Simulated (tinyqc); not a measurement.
Input admittance of a MOSFET at zero drain bias: distributed channel and distributed gate: two steps of the calculation.

Source and drain grounded, strong inversion, w = 2 pi f, Cox = eps0 eox/tox. The channel is an RC line of resistance 1/(mu Cox Vo) per square fed from both ends, so one finger has the intrinsic admittance y = i w Cox L tanh(g)/g per width, g = (1/2) sqrt(i w tau), tau = L^2/(mu Vo). The vertical resistance rv/L is in series with y, the overlaps 2 i w Cov in parallel: y_t = 1/(1/y + rv/L) + 2 i w Cov. The gate strip is a line of Rsh/L per length loaded by y_t, so a finger has Y = y_t Wf tanh(k)/k, k = (Wf/sd) sqrt(y_t Rsh/L); the device has Nf Y.

Inputs (values chosen for the exercise); values of the order met in silicon radio-frequency transistors:
- eox = 21.9 (relative permittivity of the gate insulator (close to hafnium oxide))
- tox = 12 nm (insulator thickness)
- L = 0.24 um (channel length)
- Wf = 1.6 um (finger width)
- Nf = 32 (number of fingers)
- mu = 110 cm^2/(V s) (channel mobility)
- Vo = 0.54 V (gate overdrive)
- Rsh = 17 ohm/square (sheet resistance of the gate)
- rv = 12 ohm um^2 (vertical resistivity of the gate stack)
- sd = 1 (number of ends at which a finger is contacted)
- Cov = 0.23 fF/um (overlap and fringe capacitance on each side)
- f = 20 GHz (frequency)

Constants: eps0 = 8.8541878128e-14 F/cm where lengths are in cm. Results are converted to the units shown.

Task 1. Admittance of the channel and stack per width. tau, g, c = Cox L, y and y_t as defined.

Wanted: tau; g; c; y; y_t.

Result 1.

tau = 9.6970 ps
g = 0.39028+0.39028i
c = 3.8781 fF/um
y = 48.76+481.40i uS/um
y_t = 60.13+536.59i uS/um

w tau = 1.22, and Im y is 0.988 of w c.

Task 2. Input impedance of the device. k and Y as defined; Z = 1/(Nf Y) = R + 1/(i w C); Q = |Im Z|/R; signal at the point farthest from a contact |1/cosh k|.

y_t = 60.13310+536.59151i uS/um

Find: k; Nf Y; R; C; Q; signal at the far point.

Result 2.

k = 0.2333+0.2086i
Nf Y = 3.95+27.24i mS
R = 5.208 ohm
C = 221.3 fF
Q = 6.904
signal at the far point = 0.9938

Numbers from tinyqc (`OMP_NUM_THREADS=1 python tinyqc.py 2262160 2262161 out.jsonl`; about 0.01 s on one thread of a shared Intel Xeon 2.30GHz).
